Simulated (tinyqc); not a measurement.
Random telegraph noise from one oxide trap in a small MOSFET: one step of the calculation.

An acceptor-like trap exchanges electrons with the channel. Inversion charge Q = Cox u, u = n Vt W0(exp((Vg - VT)/(n Vt))), W0 the Lambert function, n = nf, Cox = eps0 eox/tox; linear regime Id = (W/L) mu Q Vd. Relative to threshold the surface potential rises by Vt ln(u/u0) and the oxide voltage by the rest of Vg - VT, with u0 = n Vt W0(1).

Task. Lorentzian spectrum. Spectrum S(f) = 4 dI^2/{(tc + te)[(1/tc + 1/te)^2 + (2 pi f)^2]}; corner fc = (1/tc + 1/te)/(2 pi); variance dI^2 tc te/(tc + te)^2. Give S at f = 0, at fc and at 10 fc.

tc = 6734.8554 s
te = 10808.410 s
dI = 27.719137 nA

Wanted: fc; S(0); S(fc); S(10 fc); rms current.

Result.

fc = 3.8357e-5 Hz
S(0) = 3.0163e-12 A^2/Hz
S(fc) = 1.5081e-12 A^2/Hz
S(10 fc) = 2.9864e-14 A^2/Hz
rms current = 13.481 nA

The rms value is 0.486 of the step; it reaches its largest share, 1/2, when tc = te.

Range of the model: VT is taken as given; short-channel effects and the uneven flow of current among few electrons are left out.

Computed by the program tinyqc: `OMP_NUM_THREADS=1 python tinyqc.py 2710111 2710112 out.jsonl`, one thread of a shared Intel Xeon 2.30GHz, about 0.01 s for the whole run.
